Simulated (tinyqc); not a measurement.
What moves the minority density and the gain: heavy doping: gap narrowing, degeneracy and the minority density.

F_j(eta) = (1/Gamma(j + 1)) integral_0^infinity x^j dx/(1 + exp(x - eta)), which tends to exp(eta) for eta << 0.

Empirical narrowing (Slotboom form, constants chosen for the exercise; published fits of this form give the apparent narrowing, here it is taken as the true one): dEg = E0 [ln(N/N0) + sqrt(ln(N/N0)^2 + C)].

Majority: N = Nc F_1/2(eta), eta the distance of EF beyond the majority band edge in kT. Degeneracy factor gam = F_1/2(eta)/exp(eta). ni0^2 = Nc Nv exp(-Eg/kT); product n p = ni0^2 gam exp(dEg/kT), dEg the true narrowing; apparent narrowing dEa = dEg + kT ln gam; minority density = n p/N.

Bipolar transistor with N as emitter doping: beta = K (N/NB) exp((dEa_B + dG - dEa_E)/kT), dEa_E = dEg(N) + kT ln gam, dEa_B = dEg(NB). For the sweep in T, Nc is scaled as (T/T0)^(3/2) from its value at T0 = T.

Constants: kB = 8.617333262e-05 eV/K.

Values chosen for the exercise (gap and densities of states near those of Si at this temperature; narrowing constants near the fits for Si; shifted at random, so the results belong to these values and not to a real crystal): Eg = 1.14 eV (gap); Nc = 2.1e+19 1/cm^3 (conduction-band density of states); Nv = 8.59e+18 1/cm^3 (valence-band density of states); T = 250 K; E0 = 7.43 meV (narrowing scale); N0 = 1.5e+17 1/cm^3 (onset density); C = 0.5 (smoothing constant); N = 2.3e+19 1/cm^3 (ionised donors, equal to the majority density); NB = 4e+17 1/cm^3 (base doping); K = 2.3 (ratio (D_B W_E)/(D_E W_B)); dG = 120 meV (extra narrowing of the base by alloying).

All results formed anew.

One parameter was then changed.

Results before and after:
```
case     dEg (meV)  dEa (meV)  minority (1/cm^3)      beta
base         75.15      66.93            0.00183  3.31e+03
changed      75.15      68.81            0.00260  3.03e+03
```

Which of these changes was made? (a) N0 = 3e+17 1/cm^3; (b) E0 = 8.916 meV; (c) Eg = 1.16 eV; (d) Nc = 2.73e+19 1/cm^3; (e) N = 4.6e+19 1/cm^3; (f) NB = 8e+17 1/cm^3.

Answer: (d) Nc = 2.73e+19 1/cm^3. Of the candidates, run in turn, only this one gives the changed row.

All candidates:
```
case                  dEg (meV)  dEa (meV)  minority (1/cm^3)      beta
base                      75.15      66.93            0.00183  3.31e+03
N = 4.6e+19 1/cm^3        85.41      69.20            0.00102  5.95e+03
E0 = 8.916 meV            90.18      81.96            0.00368  1.91e+03
N0 = 3e+17 1/cm^3         64.91      56.69            0.00114  3.59e+03
Eg = 1.16 eV              75.15      66.93           0.000723  3.31e+03
Nc = 2.73e+19 1/cm^3      75.15      68.81            0.00260  3.03e+03
NB = 8e+17 1/cm^3         75.15      66.93            0.00183  2.59e+03
```

Computed by tinyqc, a small Python program: `OMP_NUM_THREADS=1 python tinyqc.py 1650980 1650981 out.jsonl` (the numbers bound the seed that draws the inputs); one thread of a shared host (Intel(R) Xeon(R) Processor @ 2.30GHz), about 0.01 s for the whole set of steps.
